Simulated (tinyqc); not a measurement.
# Deep-level transient spectroscopy, step by step

Computed by the program tinyqc: `OMP_NUM_THREADS=1 python tinyqc.py 2050136 2050137 out.jsonl`, one thread of a shared Intel Xeon 2.30GHz, about 0.01 s for the whole run. Printed values are rounded.

Schottky contact on an n-type layer with shallow donors Nd (all ionised) and a donor-like deep trap, neutral when filled and positive when empty; depletion approximation. Traps within lam of the depletion edge stay filled. A long pulse to Vp fills the traps beyond x1 = Wp - lam; back at Vr those between x1 and x2 = Wr - lam emit. A rate window reads S = C(t2) - C(t1).

Values chosen for this exercise; material values close to those of silicon: relative permittivity eps_r = 11.6; conduction-band density of states at 300 K Nc = 2.79e19 cm^-3; thermal velocity at 300 K vth = 2.3e7 cm/s; shallow donor density Nd = 9.7e14 cm^-3; built-in voltage Vbi = 0.54 V; depth of the trap below the conduction edge Et = 0.41 eV; capture cross-section sn = 3.8e-16 cm^2; trap density Nt = 2.1e12 cm^-3; reverse bias Vr = 1.8 V; reverse bias during the filling pulse Vp = 0 V; first sampling time t1 = 0.5 ms; second sampling time t2 = 2 ms; temperature of the transient T = 233 K.

Constants: q = 1.602176634e-19 C, kB = 1.380649e-23 J/K, eps0 = 8.8541878128e-14 F/cm where lengths are in cm. Results are converted to the units shown.

## Emission rate and rate window

Emission rate en = sn vth(T) Nc(T) exp(-Et/kB T) = sn g T^2 exp(-Et/kB T), g = vth Nc/(300 K)^2, as vth goes as T^0.5 and Nc as T^1.5 (degeneracy factor 1). For an exponential transient S peaks where en = ew = ln(t2/t1)/(t2 - t1).

g = 7.13e21 cm^-2 s^-1 K^-2
en = 199.208 1/s
1/en = 5.01989 ms
ew = 924.196 1/s

## Widths

lam = sqrt(2 eps0 eps_r (EF - ET)/(q Nd)), EF - ET = Et - (kB T/q) ln(Nc(T)/Nd), Nc(T) = Nc (T/300 K)^1.5. In the steady state at the band bending V, 2 eps0 eps_r V/q = Nd W^2 + Nt (W - lam)^2 (the second term only if W > lam). V = Vbi + Vr gives Wr and V = Vbi + Vp gives Wp; x1 = max(Wp - lam, 0).

lam = 528.691 nm
Wr = 1757.74 nm
Wp = 844.711 nm
x1 = 316.020 nm
x2 = 1229.05 nm
G = (x2^2 - x1^2)/Wr^2 = 0.456587

The rule Nt = 2 Nd |dC|/C assumes G = 1 and would understate Nt by a factor of about 1/G = 2.19 here (the limit of small Nt/Nd).

## The transient

```
sample,t (ms)
0,0
1,0.25
2,0.5
3,1.25
4,2
5,4
6,10
```

W(t)^2 = Wr^2 + (Nt/Nd)(x2^2 - x1^2) exp(-en t), C = eps0 eps_r/W; for small Nt, dC/C = -(Nt/2 Nd) G exp(-en t) with G = (x2^2 - x1^2)/Wr^2. S = C(t2) - C(t1).

```
sample,C (nF/cm^2),C - C(final) (pF/cm^2)
0,5.84032,-2.88583
1,5.84046,-2.74573
2,5.84059,-2.61243
3,5.84096,-2.25008
4,5.84127,-1.93797
5,5.84190,-1.30133
6,5.84281,-0.39391
```

S = 0.674456 pF/cm^2

## Step 1: peak temperature

T at the start = 300 K

Fixed-point step for en(T) = ew: T(new) = (Et q/kB)/ln(sn g T^2/ew), g = vth Nc/(300 K)^2.

T after step 1 = 245.365 K

## Course of the iteration for the peak temperature

Start from 300 K; stop when T changes by less than 1e-8 K.

Course of the iteration:
```
step,T (K),change (K)
1,245.365,54.6
2,250.561,5.20
3,250.009,0.552
4,250.067,0.0579
5,250.061,6.09e-3
6,250.062,6.40e-4
7,250.062,6.73e-5
8,250.062,7.07e-6
9,250.062,7.44e-7
10,250.062,7.82e-8
11,250.062,8.22e-9
```

Converged in 11 steps; each multiplies the error by -2 kB T/Et = -0.11.
